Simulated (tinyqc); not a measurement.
## Schottky barrier on an n-type semiconductor, non-linear Poisson equation by Newton steps: Capacitance-voltage profiling

One dimension, metal at x = 0, donor density C(x) = Nd, uniform. Energies are counted from the electron Fermi level of the semiconductor and the conduction-band edge is Ec = -psi, so n = Nc exp(psi/Vt); holes follow the Fermi level of the metal, at -V, so p = Nv exp((V - psi - Eg)/Vt). Ends: psi(0) = V - phiB and psi = Vt ln(Nd/Nc) deep inside. Boltzmann statistics, full ionisation, no current, no image force in the Poisson equation.

The Poisson equation d/dx(eps0 eps_r dpsi/dx) = -q (p - n + C) is solved on a mesh of about 1000 nodes or more that ends in neutral material. C_s = q d/dV of the integral of n over x, from the linearised equation. Probed depth w = eps0 eps_r/C_s; apparent doping N_app = C_s^3/(q eps0 eps_r dC_s/dV), the derivative by central differences over +/- 0.02 V.

Inputs (values chosen for the exercise); band and dielectric values close to those of silicon:
- T = 300 K (temperature)
- Eg = 1.12 eV (band gap)
- eps_r = 11.7 (relative permittivity)
- Nc = 2.77e19 cm^-3 (conduction-band density of states at T)
- Nv = 2.65e19 cm^-3 (valence-band density of states at T)
- Nd = 3.9e17 cm^-3 (donor density deep in the semiconductor)
- phiB = 0.72 eV (barrier height)

Constants: q = 1.602176634e-19 C, kB = 1.380649e-23 J/K, Vt = kB T/q, eps0 = 8.8541878128e-14 F/cm where lengths are in cm. Results are converted to the units shown.

The same in every row: true C(w) (cm^-3) = 3.900e17.

Capacitance-voltage profiling:
```
V (V)  C_s (nF/cm^2)  w (nm)  N_app (cm^-3)  |E_0| (kV/cm)
0              235.4   44.00       3.897e17          265.4
-1             142.9   72.47       3.900e17          437.1
-2             111.9   92.56       3.900e17          558.3
-3             95.03   109.0       3.900e17          657.5
-4             84.03   123.3       3.900e17          743.6
-5             76.13   136.1       3.900e17          820.7
-6             70.11   147.8       3.900e17          891.2
-7             65.33   158.6       3.900e17          956.5
-8             61.40   168.7       3.900e17           1018
```

C_s falls from 235 to 61.4 nF/cm^2 while the probed depth goes from 44.0 to 169 nm. The apparent doping stays near 3.90e17 cm^-3. It departs most from the true doping at that depth for V = 0 V, where it is 0.073 % below it; so the doping is read well over the depths probed. For V = -3, -4, -5, -6, -7, -8 the field at the metal is high enough for tunnelling or breakdown, which would limit the profiling.

Numbers from tinyqc (`OMP_NUM_THREADS=1 python tinyqc.py 2020051 2020052 out.jsonl`; about 0.04 s on one thread of a shared Intel Xeon 2.30GHz).
